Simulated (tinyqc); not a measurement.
p-type polysilicon, carrier trapping at grain boundaries: two steps of the calculation.

One-dimensional grains of size Lg, uniform ionised doping N, monovalent traps Qt at each boundary at a depth Et below (for electrons) or above (for holes) the band edge there, abrupt depletion of width W on each side of a boundary, Boltzmann statistics. xi is the distance from the band edge at the grain centre to the Fermi level. Trapped charge Qt/(1 + exp((xi + VB - Et)/Vt)) = 2 N W, barrier VB = q N W^2/(2 eps0 eps_r).

Parameters, values chosen for the exercise; values of the order met in polycrystalline silicon:
- T = 350 K (temperature)
- eps_r = 11.7 (relative permittivity)
- NB = 3.34e19 cm^-3 (valence-band density of states at T)
- Lg = 120 nm (grain size)
- Qt = 5.2e11 cm^-2 (trap density of a grain boundary)
- Et = 0.43 eV (depth of the trap level from the majority band edge at the boundary)
- ms = 0.44 m0 (mass for thermionic emission)
- fe = 0.25 (correction factor of the emission rate)
- mug = 59 cm^2/(V s) (mobility inside the grains)
- N = 2.3e16 cm^-3 (doping)

Constants: q = 1.602176634e-19 C, kB = 1.380649e-23 J/K, m0 = 9.1093837015e-31 kg, Vt = kB T/q, eps0 = 8.8541878128e-14 F/cm where lengths are in cm. Results are converted to the units shown.

Problem 1. Depletion width, Fermi level and barrier. If the trap equation with xi = Vt ln(NB/N) has a root W < Lg/2, the grain is partly depleted; otherwise W = Lg/2 and the trap equation gives xi = Et - VB + Vt ln(Qt/(N Lg) - 1). N* = Qt/Lg.

Wanted: N*; W; xi; VB; share of traps filled.

Solution 1.

N* = 4.3333e16 cm^-3
W = 60.000 nm
xi = 0.36225 V
VB = 0.064029 V
share of traps filled = 0.53077

N is 0.531 N*, and the grain is fully depleted; VB = 2.12 Vt.

Problem 2. Resistivity and effective mobility. n0 = NB exp(-xi/Vt); mean density n0 (1 - 2 W/Lg) by charge balance in a partly depleted grain, and n0 (sqrt(pi)/2) erf(u)/u with u = sqrt(VB/Vt) in a fully depleted one; v = sqrt(kB T/(2 pi ms m0)); barrier resistivity Vt exp(VB/Vt)/(q fe n0 v Lg); grain resistivity (1 - 2 W/Lg)/(q n0 mug); effective mobility 1/(q mean density total resistivity).

W = 60 nm
xi = 0.36225431 V
VB = 0.064028915 V

Wanted: n0; mean density; v; barrier resistivity; grain resistivity; resistivity; effective mobility.

Solution 2.

n0 = 2.030e14 cm^-3
mean density = 1.186e14 cm^-3
v = 4.380e6 cm/s
barrier resistivity = 589.6 ohm cm
grain resistivity = 0.000 ohm cm
resistivity = 589.6 ohm cm
effective mobility = 89.24 cm^2/(V s)

The resistivity is 128 times that of a single crystal with the same N and mobility mug, and the mean density is 0.516 % of N. The effective mobility exceeds mug only because drift through the depleted grain is left out.

Numbers from tinyqc (`OMP_NUM_THREADS=1 python tinyqc.py 2830239 2830240 out.jsonl`; about 0.01 s on one thread of a shared Intel Xeon 2.30GHz).
